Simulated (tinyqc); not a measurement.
Worked calculation: capillary instabilities by surface diffusion: grooving and agglomeration of films, edge retraction, wire break-up and smoothing of roughness. Computed by tinyqc, a small Python program that keeps every step. Command: `OMP_NUM_THREADS=1 python tinyqc.py 3006172 3006173 out.jsonl dewet walk`. One thread of a shared host (Intel(R) Xeon(R) Processor @ 2.30GHz), about 0.01 s of CPU time with the checks. Intermediate numbers are printed to about 5 digits and carried at full precision; extremes and crossings named in words are read from the listed rows.

Isotropic surface energy; shapes change by surface diffusion alone.

Inputs (values chosen for the exercise, of the order of those of a gold film):

| quantity | value | unit |
|---|---|---|
| surface energy gamma_s | 1.33 | J/m^2 |
| grain-boundary energy gamma_b | 0.65 | J/m^2 |
| interface energy gamma_i | 1.1 | J/m^2 |
| contact angle on the substrate theta | 95 | degrees |
| atomic volume Omega | 17 | angstrom^3 |
| surface sites nu | 8.1 | 1/nm^2 |
| prefactor D0 | 0.00026 | m^2/s |
| activation energy Q | 0.877 | eV |
| temperature T | 560 | K |
| time t | 6700 | s |
| film thickness h | 33 | nm |
| grain radius R | 330 | nm |
| wire radius r | 20 | nm |
| initial ripple over radius | 0.05 | - |
| roughness wavelength lambda | 34 | nm |

Grooves: at the surface and the interface.

Constants: k_B = 8.617333262e-05 eV/K; k_B = 1.380649e-23 J/K.

## The Mullins constant

B = D_s nu gamma_s Omega^2/(k_B T), D_s = D0 exp(-Q/(k_B T)).

D_s = 3.3291e-12 m^2/s

B = 1.3406e+06 nm^4/s

length (B t)^(1/4) = 307.85 nm

Lengths grow as t^(1/4): doubling one takes 16 times as long, or roughly 110 K more.

## Will grooves cut through?

Groove angle beta: sin(beta) = gamma_b/(2 gamma). For circular grains of radius R with spherical caps the groove ends (measured from the mean surface) at the depth R g(beta), g = (2 - 3 cos beta + cos^3 beta)/(3 sin^3 beta). The film parts if R [g(beta_s) + g(beta_i)] > h.

beta_s = 14.144 degrees

beta_i = 17.185 degrees

sum of g = 0.13847

critical R/h = 7.2216

final depth over h = 1.3847

Given enough time, the grooves reach through: holes open at boundaries and, earlier, at triple junctions.

## Groove growth in time

Mullins' isolated groove: depth below the flat surface d = 0.780 m (B t)^(1/4), m = tan(beta_s), width between the ridges 4.6 (B t)^(1/4); time to reach h: (h/(0.780 m))^4/B.

groove depth = 60.511 nm

groove width = 1416.1 nm

time to reach the substrate = 592.64 s

Caution: this depth exceeds the film thickness, so the isolated-groove formula no longer applies. Caution: the grooves of neighbouring boundaries overlap, so the depth levels off at its final value. Caution: the grains are too small for the surface groove ever to reach the depth h.

## Retraction of a straight edge

A rim shaped as a circular segment with contact angle theta holds the area h x; its radius r obeys r^2 (theta - sin theta cos theta) = h x. To advance, the edge must carry a strip of the rim height H = r (1 - cos theta) over the rim, driven by the curvature 1/r over the distance r theta (the scaling argument of Brandon and Bradshaw): H dx/dt = B/(theta r^2) gives x^(5/2) = (5/2) B t c^(3/2)/(theta (1 - cos theta) h^(3/2)), c = theta - sin theta cos theta.

retraction x = 1871.2 nm

rim height H = 204.51 nm

present speed = 0.11171 nm/s

The rim is 6.2 times the film thickness. x goes as t^(2/5) h^(-3/5): thin films retract faster.

## Break-up of a free wire

A wire with r + A cos(k z) has dA/dt = (B/r^4) (kr)^2 [1 - (kr)^2] A: unstable for wavelengths above 2 pi r, fastest at kr = 1/sqrt 2 with the rate B/(4 r^4); break-up time about (4 r^4/B) ln(r/A0); each wavelength makes a sphere of radius (3 r^2 lambda_m/4)^(1/3).

fastest wavelength = 177.72 nm

break-up time = 1.4302 s

radius of the spheres = 37.637 nm

t over the break-up time = 4684.6

The wire breaks up within t. Caution: faceting can stabilise wires along low-index directions.

## Smoothing against break-up

Roughness of wavelength lambda on a flat face decays as exp[-B (2 pi/lambda)^4 t]; the smoothing time is that for a factor e^3.

Times (s); the last column is (h/(0.780 tan beta_s))^4/B:

| T (K) | B (nm^4/s) | smoothing | wire break-up | groove to depth h |
|---|---|---|---|---|
| 476 | 6.3833e+04 | 4.0297e-02 | 3.0036e+01 | 1.2446e+04 |
| 504 | 1.9773e+05 | 1.3009e-02 | 9.6962e+00 | 4.0178e+03 |
| 532 | 5.4220e+05 | 4.7442e-03 | 3.5361e+00 | 1.4653e+03 |
| 560 | 1.3406e+06 | 1.9188e-03 | 1.4302e+00 | 5.9264e+02 |
| 588 | 3.0334e+06 | 8.4797e-04 | 6.3204e-01 | 2.6190e+02 |
| 616 | 6.3592e+06 | 4.0449e-04 | 3.0149e-01 | 1.2493e+02 |
| 672 | 2.3096e+07 | 1.1137e-04 | 8.3011e-02 | 3.4398e+01 |

All times share 1/B, so their ratios do not depend on T: break-up over smoothing is 750. An anneal can smooth this roughness well before the wire breaks. Smoothing is safe for lambda well below 2 pi r, above which a ripple along the wire grows instead. B spans 2.6 decades over these rows.

Checks made by the program: g against the volume of a spherical cap (relative difference below 1e-10).
